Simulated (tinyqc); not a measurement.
Worked calculation: empirical pseudopotential in a few plane waves. Computed by tinyqc, a small Python program that keeps every step. Settings: plane-wave index or count = 15. Command: `OMP_NUM_THREADS=1 python tinyqc.py 30066 30067 out.jsonl` (the two numbers bound the seeds that draw the settings). One thread of a shared host (Intel(R) Xeon(R) Processor @ 2.60GHz), about 0.2 s of CPU time with the checks.

## Bloch Hamiltonian at k

Parameters chosen for this model: fcc lattice, atoms at +/- a/8 (1,1,1); form factors in rydberg at |G|^2 in units of (2 pi/a)^2:
```
parameter                 value      unit
a                      5.530000  angstrom
VS(3)                 -0.208000        Ry
VS(8)                 -0.009000        Ry
VS(11)                 0.062000        Ry
VA(3)                  0.150000        Ry
VA(4)                  0.031000        Ry
VA(11)                 0.008000        Ry
hbar^2/2m (2 pi/a)^2   4.918497        eV
```

k point k (2 pi / a): [-0.460000, 0.410000, -0.140000]

Basis: the 15 shortest G (labels in 2 pi/a), the same at every k. H(G,G') = c |k + G|^2 delta + VS(|G-G'|^2) cos((G-G').tau) + i VA sin((G-G').tau), tau = a/8 (1,1,1); 1 Ry = 13.605693 eV.

H(k) at k (eV), order +0+0+0, -1-1-1, -1-1+1, -1+1-1, -1+1+1, +1-1-1, +1-1+1, +1+1-1, +1+1+1, -2+0+0, +0-2+0, +0+0-2, +0+0+2, +0+2+0, +2+0+0:
```
[[1.963956, 2.001101+1.443102i, -2.001101+1.443102i, -2.001101+1.443102i, -2.001101-1.443102i, -2.001101+1.443102i, -2.001101-1.443102i, -2.001101-1.443102i, 2.001101-1.443102i, 0.000000+0.421776i, 0.000000+0.421776i, 0.000000+0.421776i, 0.000000-0.421776i, 0.000000-0.421776i, 0.000000-0.421776i],
 [2.001101-1.443102i, 18.588475, 0.000000-0.421776i, 0.000000-0.421776i, 0.122451, 0.000000-0.421776i, 0.122451, 0.122451, 0.000000, -2.001101-1.443102i, -2.001101-1.443102i, -2.001101-1.443102i, -0.596482+0.076965i, -0.596482+0.076965i, -0.596482+0.076965i],
 [-2.001101-1.443102i, 0.000000+0.421776i, 15.834117, -0.122451, 0.000000-0.421776i, -0.122451, 0.000000-0.421776i, 0.000000, 0.122451, -2.001101+1.443102i, -2.001101+1.443102i, 0.596482+0.076965i, 2.001101-1.443102i, -0.596482-0.076965i, -0.596482-0.076965i],
 [-2.001101-1.443102i, 0.000000+0.421776i, -0.122451, 26.654810, 0.000000-0.421776i, -0.122451, 0.000000, 0.000000-0.421776i, 0.122451, -2.001101+1.443102i, 0.596482+0.076965i, -2.001101+1.443102i, -0.596482-0.076965i, 2.001101-1.443102i, -0.596482-0.076965i],
 [-2.001101+1.443102i, 0.122451, 0.000000+0.421776i, 0.000000+0.421776i, 23.900452, 0.000000, -0.122451, -0.122451, 0.000000-0.421776i, 2.001101+1.443102i, -0.596482+0.076965i, -0.596482+0.076965i, -2.001101-1.443102i, -2.001101-1.443102i, 0.596482-0.076965i],
 [-2.001101-1.443102i, 0.000000+0.421776i, -0.122451, -0.122451, 0.000000, 9.538441, 0.000000-0.421776i, 0.000000-0.421776i, 0.122451, 0.596482+0.076965i, -2.001101+1.443102i, -2.001101+1.443102i, -0.596482-0.076965i, -0.596482-0.076965i, 2.001101-1.443102i],
 [-2.001101+1.443102i, 0.122451, 0.000000+0.421776i, 0.000000, -0.122451, 0.000000+0.421776i, 6.784083, -0.122451, 0.000000-0.421776i, -0.596482+0.076965i, 2.001101+1.443102i, -0.596482+0.076965i, -2.001101-1.443102i, 0.596482-0.076965i, -2.001101-1.443102i],
 [-2.001101+1.443102i, 0.122451, 0.000000, 0.000000+0.421776i, -0.122451, 0.000000+0.421776i, -0.122451, 17.604776, 0.000000-0.421776i, -0.596482+0.076965i, -0.596482+0.076965i, 2.001101+1.443102i, 0.596482-0.076965i, -2.001101-1.443102i, -2.001101-1.443102i],
 [2.001101+1.443102i, 0.000000, 0.122451, 0.122451, 0.000000+0.421776i, 0.122451, 0.000000+0.421776i, 0.000000+0.421776i, 14.850418, -0.596482-0.076965i, -0.596482-0.076965i, -0.596482-0.076965i, -2.001101+1.443102i, -2.001101+1.443102i, -2.001101+1.443102i],
 [0.000000-0.421776i, -2.001101+1.443102i, -2.001101-1.443102i, -2.001101-1.443102i, 2.001101-1.443102i, 0.596482-0.076965i, -0.596482-0.076965i, -0.596482-0.076965i, -0.596482+0.076965i, 30.687977, -0.122451, -0.122451, 0.122451, 0.122451, 0.000000],
 [0.000000-0.421776i, -2.001101+1.443102i, -2.001101-1.443102i, 0.596482-0.076965i, -0.596482-0.076965i, -2.001101-1.443102i, 2.001101-1.443102i, -0.596482-0.076965i, -0.596482+0.076965i, -0.122451, 13.571608, -0.122451, 0.122451, 0.000000, 0.122451],
 [0.000000-0.421776i, -2.001101+1.443102i, 0.596482-0.076965i, -2.001101-1.443102i, -0.596482-0.076965i, -2.001101-1.443102i, -0.596482-0.076965i, 2.001101-1.443102i, -0.596482+0.076965i, -0.122451, -0.122451, 24.392301, 0.000000, 0.122451, 0.122451],
 [0.000000+0.421776i, -0.596482-0.076965i, 2.001101+1.443102i, -0.596482+0.076965i, -2.001101+1.443102i, -0.596482+0.076965i, -2.001101+1.443102i, 0.596482+0.076965i, -2.001101-1.443102i, 0.122451, 0.122451, 0.000000, 18.883585, -0.122451, -0.122451],
 [0.000000+0.421776i, -0.596482-0.076965i, -0.596482+0.076965i, 2.001101+1.443102i, -2.001101+1.443102i, -0.596482+0.076965i, 0.596482+0.076965i, -2.001101+1.443102i, -2.001101-1.443102i, 0.122451, 0.000000, 0.122451, -0.122451, 29.704278, -0.122451],
 [0.000000+0.421776i, -0.596482-0.076965i, -0.596482+0.076965i, -0.596482+0.076965i, 0.596482+0.076965i, 2.001101+1.443102i, -2.001101+1.443102i, -2.001101+1.443102i, -2.001101-1.443102i, 0.000000, 0.122451, 0.122451, -0.122451, -0.122451, 12.587909]]
```

## Levels at k

Diagonalise the Hermitian matrix.

eigenvalues (eV): [-2.503627, 5.793320, 8.226215, 9.940546, 13.154773, 15.207186, 16.704413, 17.578644, 19.133277, 20.697188, 23.238551, 24.826173, 28.318468, 31.473177, 33.758883]

## Bands along a path

The same steps at evenly spaced points between the labelled ones.

Bands along the path (eV), lowest eight:
```
k            band 1     band 2     band 3     band 4     band 5     band 6     band 7     band 8
L         -1.939622   4.451334   9.995396   9.995396  11.197262  16.046971  16.046971  18.405347
L-G 0.33  -2.687650   5.720812  10.028367  10.028367  11.505959  16.063209  16.063209  17.722302
L-G 0.67  -3.413135   8.198407  10.406186  10.406186  12.441958  14.962717  15.782626  15.782626
G         -3.688310  10.684866  10.684866  10.684866  11.582407  15.232217  15.232217  15.232217
G-X 0.33  -3.320641   8.166441   9.898555   9.898555  12.760543  14.292726  16.714680  16.714680
G-X 0.67  -2.342687   5.759003   8.954462   8.954462  11.239700  13.878783  18.952708  19.692916
X         -1.350945   4.445035   8.763941   8.763941  10.740165  13.152019  22.813151  23.305403
```

With 4 band(s) filled, the highest filled level on these points lies at G and the lowest empty one at X: a gap of 0.0553 eV, indirect. This holds for the small fixed basis; with all plane waves up to |k + G|^2 = 21 (2 pi/a)^2 the gap along the path is 0.62 eV.

## Convergence with the number of plane waves

Levels at G counted from the fourth one.

Levels (eV):
```
plane waves     level 1   level 5   level 8
9            -17.464438  0.843553  0.960797
15           -14.373176  0.897542  4.547352
27           -13.666397  1.305140  4.632231
51           -13.352745  1.204678  4.941315
59           -13.298624  1.240262  4.797012
65           -13.301717  1.241318  4.780725
89           -13.293655  1.239897  4.777052
```
